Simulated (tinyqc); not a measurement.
Metal-interlayer-semiconductor contact, depinning against tunnelling resistance: one step of the calculation.

Zero bias, n-type semiconductor. Gap states at the semiconductor surface thin out as exp(-be ti), which unpins the barrier; electrons must then cross the interlayer (a rectangular barrier, no voltage drop across it) and the parabolic depleted layer, both by WKB. Energies E are counted from the Fermi level; no image force, parabolic bands.

Problem. Pinning, barrier and scales. S = 1/(1 + (1/S0 - 1) exp(-be ti)); phiB = S (phiM - chi) + (1 - S)(Eg - E0); xi = Ec - EF deep inside, from Nd = Nc F(-xi/Vt), F(x) = (2/sqrt(pi)) int_0^infinity sqrt(u) du/(1 + exp(u - x)); band bending U = phiB - xi; E00 = (hbar/2) sqrt(Nd/(eps0 eps_r mt m0)) in volts; A = 4 pi q mA m0 kB^2/h^3.

Inputs (values chosen for the exercise); semiconductor values close to those of 4H silicon carbide; interlayer mass of the order of that in hafnium oxide, offset chosen freely:
```
symbol   value   unit                                              meaning
T          300      K                                          temperature
Eg        3.17     eV                                             band gap
eps_r     9.47                                       relative permittivity
chi       3.64     eV                                    electron affinity
Nc      1.7e19  cm^-3               conduction-band density of states at T
mt       0.204     m0                 tunnelling mass in the semiconductor
mA       0.358     m0                                      Richardson mass
Nd      2.1e19  cm^-3                                        donor density
E0         1.9     eV       charge-neutrality level above the valence band
S0        0.66                           pinning factor without interlayer
phiM      3.57     eV                                  metal work function
ti         0.5     nm                                 interlayer thickness
be         2.3   1/nm  decay constant of gap states through the interlayer
```

Constants: q = 1.602176634e-19 C, kB = 1.380649e-23 J/K, eps0 = 8.8541878128e-12 F/m, hbar = 1.054571817e-34 J s, h = 6.62607015e-34 J s, m0 = 9.1093837015e-31 kg, Vt = kB T/q. Results are converted to the units shown.

Find: S; phiB; xi; U; E00; A.

Solution.

S = 0.8598
phiB = 0.1179 eV
xi = -0.01657 eV
U = 0.1345 eV
E00 = 0.06121 eV
A = 43.02 A/(cm^2 K^2)

Computed by the program tinyqc: `OMP_NUM_THREADS=1 python tinyqc.py 2270044 2270045 out.jsonl`, one thread of a shared Intel Xeon 2.30GHz, about 0.02 s for the whole run.
